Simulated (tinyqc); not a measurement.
Charge centroid from charge and shift.

Inverse problem. A sheet of N electrons in the storage layer of a charge-trap cell shifts the threshold by U = (q/eps0) N (tb/eb + xc tn/en). Find xc and the distance xc tn from the blocking layer.

Inputs (values chosen for the exercise): storage layer tn = 4.3 nm; its relative permittivity en = 7.3; blocking layer tb = 7.8 nm; its relative permittivity eb = 3.9.

Constants: q = 1.602176634e-19 C, eps0 = 8.8541878128e-14 F/cm where lengths are in cm. Results are converted to the units shown.

N = 4e12 cm^-2
U = 1.7119479 V

Answer. U eps0/(q N) is the electrical distance from the gate; subtract that of the blocking layer.

xc = 0.620
distance = 2.67 nm

Program tinyqc, `OMP_NUM_THREADS=1 python tinyqc.py 2130015 2130016 out.jsonl`; Intel Xeon 2.30GHz, shared host, one thread, about 0.04 s.
